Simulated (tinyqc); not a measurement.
Model-solid line-up of a strained alloy layer on a substrate: sweeps and comparisons. A value that a table varies takes the place of the one given here.

All values of the alloy are linear in x but the gap, Eg(x) = (1 - x) Eg_A + x Eg_B - C x (1 - x), and the valence edge, Ev(x) = (1 - x) Ev_A + x Ev_B + fv C x (1 - x); Ec = Ev + Eg. Ev is the top of the unstrained valence band on a scale common to all materials. In the layer only the Gamma valley of the conduction band is followed, also where an X or L valley would lie lower.

Coherent growth on a (111) face: e_par = (a_s - a)/a, e_perp = -(2 C11 + 4 C12 - 4 C44)/(C11 + 2 C12 + 4 C44) e_par; exx = eyy = ezz = (2 e_par + e_perp)/3 and exy = eyz = ezx = (e_perp - e_par)/3.

Strained edges: Ec + ac tr(e); the valence edges are Ev plus the levels of the 6 x 6 matrix of X, Y, Z times spin with -Dso/3 + l exx + m (eyy + ezz) on the diagonal (cyclic), n exy off it, l = av + 2 b, m = av - b, n = sqrt(3) d. Spin-orbit term (Dso/3) L.sigma on X, Y, Z with (L_k)_ij = -i epsilon_kij: <X+|H|Y+> = -i Dso/3, <X+|H|Z-> = Dso/3, <Y+|H|Z-> = -i Dso/3, <Z+|H|X-> = -Dso/3, <Z+|H|Y-> = i Dso/3, <X-|H|Y-> = i Dso/3, and their conjugates; + and - are the spin along z.

dEc = Ec(substrate) - Ec(layer), dEv = Ev(layer) - Ev(substrate); positive values confine the carrier in the layer. Type I: both of one sign; type II: opposite signs; type III: the gaps do not overlap.

Coherent growth: e_par = (a_s - a)/a. (001): e_perp = -2 (C12/C11) e_par; exx = eyy = e_par, ezz = e_perp, no shear. (111): e_perp = -(2 C11 + 4 C12 - 4 C44)/(C11 + 2 C12 + 4 C44) e_par; exx = eyy = ezz = (2 e_par + e_perp)/3 and exy = eyz = ezx = (e_perp - e_par)/3. (110): e_perp = -(C11 + 3 C12 - 2 C44)/(C11 + C12 + 2 C44) e_par; exx = eyy = (e_par + e_perp)/2, ezz = e_par, exy = (e_perp - e_par)/2, eyz = ezx = 0.

Inputs chosen for the exercise (A near GaAs, B near InAs, substrate near InP; shifted at random, so the results belong to these values and not to a real crystal):
```
symbol  value           unit      meaning
a       (5.66, 6.056)   angstrom  lattice constant of A, B
Eg      (1.529, 0.42)   eV        gap at Gamma to the s-like level of A, B
Dso     (0.338, 0.391)  eV        spin-orbit splitting of A, B
Ev      (-0.81, -0.59)  eV        top of the unstrained valence band of A, B
ac      (-7.16, -5.15)  eV        conduction deformation potential of A, B
av      (1.17, 1)       eV        valence hydrostatic potential of A, B
b       (-1.97, -1.78)  eV        tetragonal shear potential of A, B
d       (-4.77, -3.6)   eV        trigonal shear potential of A, B
C11     (120.9, 83.4)   GPa       of A, B
C12     (56.4, 45.9)    GPa       of A, B
C44     (59.6, 39.6)    GPa       of A, B
C       0.526           eV        bowing of the gap
fv      0.3                       share of the bowing taken by the valence edge
a_s     5.879           angstrom  substrate
Eg_s    1.426           eV        lowest gap of the substrate
Ev_s    -0.94           eV        substrate valence edge
face    111                       growth face
x       0.89                      fraction of B
```

## Composition against offsets

Each composition is strained to the same substrate.

Results:
```
x     e_par (%)  relaxed gap (eV)  strained gap (eV)  valence splitting (meV)  dEc (eV)  dEv (eV)  type
0.13       2.93             1.325              0.800                      287     0.229     0.397     I
0.25       2.08             1.153              0.801                      190     0.266     0.359     I
0.37       1.25             0.996              0.798                      105     0.301     0.327     I
0.49       0.43             0.854              0.791                       33     0.334     0.301     I
0.62      -0.45             0.717              0.747                       31     0.366     0.313     I
0.74      -1.24             0.607              0.685                       76     0.393     0.348     I
0.86      -2.03             0.512              0.632                      110     0.417     0.377     I
0.98      -2.80             0.432              0.587                      135     0.438     0.401     I
```

The alloy matches the substrate at x = 0.553, where the top valence edge changes its character and the splitting passes through zero. The strained gap runs from 0.800 to 0.587 eV, against 1.325 to 0.432 eV for the relaxed alloy: strain takes back part of the change that the composition makes. It is not monotonic; its extremes in the table are 0.587 and 0.801 eV. Strains above 2 % can be kept only in layers of a few nanometres. The line-up is type I throughout, with the layer as the well.

## The same layer on three faces

Composition and substrate are kept.

Results:
```
face   e_perp (%)  tr(e) (%)  shift of Ec (meV)  shift of Ev (meV)  valence splitting (meV)  gap (eV)
(001)       2.386     -2.052              110.2               62.0                    125.7    0.5387
(111)       1.247     -3.191              171.4               42.1                    116.8    0.6198
(110)       1.476     -2.963              159.1               46.7                    119.7    0.6029
```

The layer yields most along the normal on (001) and least on (111), so the volume change, and with it the shift of Ec, is largest on (111). The valence splitting, set by b on (001), by d on (111) and by both on (110), is largest on (001). The gaps span 81 meV, from (001) to (111).

## What each parameter does

Strained gap, valence splitting and offsets. Each row changes one parameter from the base and keeps the others.

Results:
```
case                       gap (eV)  splitting (meV)  dEc (eV)  dEv (eV)
base                         0.6198            116.8    0.4228    0.3834
x = 0.91                     0.6121            121.2    0.4265    0.3875
a_s = 5.899 angstrom         0.6004            103.6    0.4485    0.3771
C = 0.626 eV                 0.6100            116.8    0.4297    0.3863
fv = 0.5                     0.6198            116.8    0.4125    0.3937
Ev_s = -0.89 eV              0.6198            116.8    0.4728    0.3334
av = (1.346, 1.15) eV        0.6247            116.8    0.4228    0.3785
C12 = (64.86, 52.785) GPa    0.6092            119.7    0.4295    0.3873
Dso = (0.389, 0.45) eV       0.6198            121.2    0.4228    0.3834
```

The largest shifts from the base row, up to three for each result and ties (the steps differ in size, so this ranks the rows, not the parameters). gap (eV): a_s -0.0194, C12 -0.0106, C -0.0098; unchanged at the printed digits by fv, Ev_s and Dso. splitting (meV): a_s -13.2, x +4.4, Dso +4.4; unchanged at the printed digits by C, fv, Ev_s and av. dEc (eV): Ev_s +0.0500, a_s +0.0257, fv -0.0103; unchanged at the printed digits by av and Dso. dEv (eV): Ev_s -0.0500, fv +0.0103, a_s -0.0063; unchanged at the printed digits by Dso.

Run: tinyqc, `OMP_NUM_THREADS=1 python tinyqc.py 1081152 1081153 out.jsonl`; Intel(R) Xeon(R) Processor @ 2.30GHz, one thread, shared host; about 0.02 s of CPU time with all checks.
